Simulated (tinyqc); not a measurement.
From one set of inputs to another, one input at a time: lateral field, substrate current, probability of reaching the oxide barrier and hot-carrier lifetime of a silicon transistor (pseudo-two-dimensional and lucky-electron models). Computed by tinyqc, a small Python program. Command: `OMP_NUM_THREADS=1 python tinyqc.py 3021349 3021350 out.jsonl hotcar ladder`. One thread of a shared host (Intel(R) Xeon(R) Processor @ 2.30GHz), about 0.01 s of CPU time with the checks.

Local-field models: a lucky carrier gains its energy at the peak field over a path free of collisions. Voltages are magnitudes.

The inputs printed are set A. Set A is modelled on a silicon n-channel; the values taken over come from a set modelled on a silicon p-channel. Inputs not listed in the table keep their values of set A, so the rows need not describe a real material.

Inputs (values chosen for the exercise, modelled on a silicon n-channel):
```
quantity                                value                      unit
channel length L                          360                        nm
oxide thickness t                         6.6                        nm
junction depth x_j                         88                        nm
mobility mu                               360                cm^2/(V s)
saturation velocity v_s                  0.85                  1e7 cm/s
threshold voltage V_T                    0.52                         V
gate voltage V_G                          2.1                         V
drain voltage V_D                         3.2                         V
ionisation prefactor A_i              1.8e+06                      1/cm
ionisation field B_i                     1.68                     MV/cm
hot-carrier mean free path lambda         8.2                        nm
oxide barrier phi_b                       3.1                        eV
interface-trap threshold phi_it           3.8                        eV
lifetime constant H                       100  s microampere/micrometre
length of the depleted extension L_n       29                        nm
```

Drain: lightly doped extension.

Constants: eps_0 = 8.8541878128e-12 F/m.

Method:
- C_ox = 3.9 eps_0/t; F_sat = 2 v_s/mu; V_Dsat = V_ov F_sat L/(V_ov + F_sat L), V_ov = V_G - V_T; I_D/W = C_ox v_s (V_ov - V_Dsat).
- Scale length l = 0.22 t^(1/3) x_j^(1/2) (all in cm); F_m = sqrt(((V_D - V_Dsat)/l_e)^2 + F_sat^2), with l_e = l + L_n; length of the velocity-saturated region l_e ln((V_D - V_Dsat)/(l_e F_sat) + F_m/F_sat).
- Substrate current I_sub/I_D = (A_i/B_i)(V_D - V_Dsat) exp(-B_i/F_m); probability of reaching the oxide barrier exp(-phi_b/(e lambda F_m)); lifetime tau = (H/(I_D/W)) exp(phi_it/(e lambda F_m)).

Each row keeps all changes above it; columns: (1) input moved; (2) from; (3) to; (4) peak field F_m (kV/cm); (5) substrate current I_sub/W (microampere/micrometre); (6) drain current I_D/W (microampere/micrometre):
```
(1)                            (2)   (3)     (4)     (5)     (6)
set A                            -     -  281.44  2.2071  338.48
mobility mu (cm^2/(V s))       360   120  272.10  0.7393  166.20
threshold voltage V_T (V)     0.52  0.78  287.94  0.8138  120.70
junction depth x_j (nm)         88   140  256.40  0.3970  120.70
channel length L (nm)          360   430  253.40  0.3128  104.55
oxide thickness t (nm)         6.6   7.4  248.73  0.2464   93.25
drain voltage V_D (V)          3.2   5.1  413.15  6.8753   93.25
ionisation field B_i (MV/cm)  1.68  3.62  413.15  0.0291   93.25
```

Peak field F_m goes from 281 to 413, a factor 1.47 in all. The largest single move comes from drain voltage V_D (a factor 1.66), and junction depth x_j works against it (a factor 0.890). Substrate current I_sub/W goes from 2.21 to 0.0291, a factor 0.0132 in all. The largest single move comes from ionisation field B_i (a factor 0.00424), and drain voltage V_D works against it (a factor 27.9). Drain current I_D/W goes from 338 to 93.2, a factor 0.275 in all. The largest single move comes from mobility mu (a factor 0.491). The single moves hold for this order of the switches; the total does not depend on the order.

Caution (all rows): the empirical formula for l was fitted to oxides of about 15 nm or more; for thinner ones it is an extrapolation. Caution (rows set A, mobility mu, threshold voltage V_T, junction depth x_j, channel length L, oxide thickness t): e V_D is below phi_b or phi_it, so the available energy, not the field, limits hot carriers, and the lucky-electron formulas overstate them.

Extremes, crossings and ranges named in words are read from the listed rows.
